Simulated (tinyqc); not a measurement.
Inside a calculation. Model: kinetics of strain relaxation and threading dislocations in mismatched semiconductor layers. Computed by tinyqc, a small Python program that keeps every step. Command: `OMP_NUM_THREADS=1 python tinyqc.py 3014396 3014397 out.jsonl threading walk`. One thread of a shared host (Intel(R) Xeon(R) Processor @ 2.30GHz), about 0.02 s of CPU time with the checks. Intermediate numbers are printed to about 6 digits and carried at full precision; extremes and crossings named in words are read from the listed rows.

60-degree dislocations on {111} planes of a (001) layer, isotropic elasticity. The Schmid factor is 1/sqrt(6), and a misfit segment relieves strain with b/2.

Inputs (values chosen for the exercise, modelled on Si(0.7)Ge(0.3) on Si):

| quantity | value | unit |
|---|---|---|
| misfit f | 0.0124 | - |
| shear modulus G | 59.7 | GPa |
| Poisson ratio nu | 0.27 | - |
| Burgers vector b | 3.89 | angstrom |
| glide activation energy Q | 2.03 | eV |
| velocity prefactor v0 | 34000 | m/s per MPa |
| layer thickness h | 41 | nm |
| anneal temperature T | 824 | K |
| anneal time t | 54 | s |
| initial thread density rho_0 | 550000 | 1/cm^2 |
| multiplication constant delta | 81000 | 1/m |
| grading rate (misfit per thickness) R_f | 0.01 | 1/micrometre |
| growth temperature of the buffer T_g | 971 | K |
| growth rate R_g | 0.11 | nm/s |
| reaction radius r_A | 25 | nm |
| final thickness of a thick uniform layer H | 4.4 | micrometre |
| aspect ratio of a trench | 1 | - |

Sources: multiplication.

Constants: k_B = 8.617333262e-05 eV/K.

## Excess stress and glide velocity at the start

Excess resolved stress tau = (1/sqrt 6) [2 G (1 + nu)/(1 - nu)] (e - e_eq), e_eq = b (1 - nu/4) [ln(h/b) + 1]/(4 pi (1 + nu) h), the Matthews-Blakeslee strain of an uncapped layer; glide velocity v = v0 tau exp(-Q/(k_B T)), tau in MPa.

equilibrium strain e_eq = 0.00313650

excess stress tau = 785.570 MPa

mobility v/tau = 1.30473e-08 m/s per MPa

initial velocity = 10.2496 micrometre/s

The layer carries 4.0 times its equilibrium strain. In the anneal time a thread would run 550 micrometre at this speed.

## Relaxation in the anneal

Threads run in two directions, so de/dt = -(b/4) rho v, and they multiply as d rho/dt = delta rho v. With x = e - e_eq, x0 = f - e_eq (fully strained at t = 0) and v = m S x (m the mobility, S x = tau): rho = rho_0 + (4 delta/b)(x0 - x), so dx/dt = -k x (a - x), k = delta m S, a = x0 + b rho_0/(4 delta): a logistic law, x = a/[1 + (a/x0 - 1) exp(k a t)]. The half time is that at which x = x0/2.

strain left e = 0.00313650

share of the excess strain relieved = 100 %

thread density = 7.72112e+08 1/cm^2

half time = 8.72367 s

The layer has reached its equilibrium strain. The misfit lines laid down are 0.021 micrometre apart. Caution: blocking of threads by crossing misfit lines, left out here, leaves real layers with more strain.

## Anneal temperature

The formulas are those given above.

After the time t:

| T (K) | first velocity (micrometre/s) | relieved (%) | threads (1/cm^2) | half time (s) |
|---|---|---|---|---|
| 673 | 1.67863e-02 | 5.43069e-03 | 5.91901e+05 | 5.32659e+03 |
| 697 | 5.60274e-02 | 1.97936e-02 | 7.02720e+05 | 1.59589e+03 |
| 725 | 2.06674e-01 | 1.04676e-01 | 1.35764e+06 | 4.32633e+02 |
| 748 | 5.61295e-01 | 7.54187e-01 | 6.36902e+06 | 1.59299e+02 |
| 775 | 1.68150e+00 | 5.28099e+01 | 4.08011e+08 | 5.31751e+01 |
| 793 | 3.35228e+00 | 9.99405e+01 | 7.71653e+08 | 2.66725e+01 |
| 818 | 8.31065e+00 | 1.00000e+02 | 7.72112e+08 | 1.07589e+01 |
| 859 | 3.28545e+01 | 1.00000e+02 | 7.72112e+08 | 2.72151e+00 |

The half time follows exp(Q/(k_B T)), a decade for each 59 K near 775 K. Relief goes from 0.75 % at 748 K to 99.9 % at 793 K: with multiplication the onset is abrupt, after an incubation in which threads breed, and the final density is set by delta, not by rho_0. Caution: rows with more than 50 % relieved leave out blocking by crossing misfit lines, which slows real layers.

## Graded buffer

In steady grading, strain is fed at R_f R_g and relieved at (b/4) rho v. As a glide-limited estimate, the driving stress is taken as the mean stress of the strained top zone, whose depth z solves R_f z/2 = e_eq(z), with strain R_f z at the surface; tau_g = S R_f z/2 is its mean; then rho = 4 R_f R_g/(b m tau_g), m = v0 exp(-Q/(k_B T_g)), S = (1/sqrt 6) 2 G (1 + nu)/(1 - nu), e_eq(z) = b (1 - nu/4) [ln(z/b) + 1]/(4 pi (1 + nu) z).

depth z of the strained zone = 180.132 nm

stress tau_g = 76.3785 MPa

thread density of the buffer = 14974.6 1/cm^2

buffer thickness f/R_f = 1.24 micrometre

Raising T_g by 50 K would lower this density by a factor 3.3: fast glide lets few threads do the work. Caution: real buffers seldom go below 1e5 /cm^2, as pile-ups and nucleation take over; this value is a lower bound.

## Thick uniform layer and trapping in a trench

A separate case, a thick relaxed layer. Pair reactions during growth: d rho/dh = -K rho^2 with K = 2 r_A tan(psi) and threads inclined by psi = 45 degrees (the <110> lines of {111} planes), so rho = 1/(K H) for a layer that starts with far more threads than that, as highly mismatched layers do. In a trench along [110] a thread on {111} rises at 54.74 degrees across the width, and leaves through the wall below the height w tan(54.74 degrees) = sqrt(2) w; the share of threads, evenly spread over the floor, that reach the top is max(0, 1 - a/sqrt 2) for the aspect ratio a.

thread density at H = 4.54545e+08 1/cm^2

share that reaches the top = 0.292893

The trench is too shallow to trap all. Thickness alone needs 2000 micrometre for 1e6 /cm^2. Caution: at this small misfit a layer may start with fewer threads than 1/(K H), which is then only an upper bound.

Checks made by the program: strain against numerical integration (relative difference below 1e-10).
